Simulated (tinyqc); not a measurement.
Long-channel MOSFET, surface-potential model: two steps of the calculation.

n-channel transistor on a uniformly doped p-type body, gradual-channel approximation, constant mobility, Boltzmann statistics, full ionisation. Potentials are counted from the neutral body; V is the electron quasi-Fermi potential, Vsb at the source and Vsb + Vds at the drain. Charges are magnitudes per area.

Parameters, values chosen for the exercise; material values close to those of silicon:
- T = 300 K (temperature)
- Eg = 1.12 eV (band gap)
- eps_r = 11.7 (relative permittivity of the semiconductor)
- Nc = 2.86e19 cm^-3 (conduction-band density of states at T)
- Nv = 2.65e19 cm^-3 (valence-band density of states at T)
- Na = 1.8e17 cm^-3 (acceptor density of the body)
- eox = 9.35 (relative permittivity of the gate insulator)
- tox = 21 nm (insulator thickness)
- Vfb = -0.98 V (flat-band voltage)
- mu = 160 cm^2/(V s) (channel mobility)
- W = 2 um (gate width)
- L = 5 um (gate length)
- Vsb = 0 V (source-body reverse bias)
- Vds = 1.2 V (drain-source voltage)

Constants: q = 1.602176634e-19 C, kB = 1.380649e-23 J/K, Vt = kB T/q, eps0 = 8.8541878128e-14 F/cm where lengths are in cm. Results are converted to the units shown.

Question 1. Body potential, insulator capacitance and body factor. ni = sqrt(Nc Nv) exp(-Eg/(2 Vt)), Eg in volts; phiF = Vt ln(Na/ni); Cox = eps0 eox/tox; gamma = sqrt(2 q eps0 eps_r Na)/Cox. VT = Vfb + 2 phiF + gamma sqrt(2 phiF + Vsb), m = 1 + gamma/(2 sqrt(2 phiF + Vsb)).

Find: ni; phiF; Cox; gamma; VT; m.

Answer 1.

ni = 1.0770e10 cm^-3
phiF = 0.42996 V
Cox = 0.39422 uF/cm^2
gamma = 0.62006 V^0.5
VT = 0.45492 V
m = 1.3343

Question 2. Pao-Sah current by Simpson's rule. I = mu (W/L) integral of Qi dV; Simpson's rule on the 9 points, step Vds/8, weights 1, 4, 2, ..., 4, 1 times step/3.

Qi, Pao-Sah, point 0 to 8 (nC/cm^2): 0.52017501  0.0016315071  4.9289124e-6  1.4888884e-8  4.4975196e-11  1.3585761e-13  4.1038822e-16  1.2396691e-18  3.7446971e-21

Give: Pao-Sah current.

Answer 2.

Pao-Sah current = 0.0016855 uA

Gauss-Legendre quadrature on many points gives 8.769e-4 uA, so this value is 92 % above it; the charge-sheet current, 8.617e-4 uA, is 1.7 % below it.

Computed by the program tinyqc: `OMP_NUM_THREADS=1 python tinyqc.py 2360057 2360058 out.jsonl`, one thread of a shared Intel Xeon 2.30GHz, about 0.05 s for the whole run.
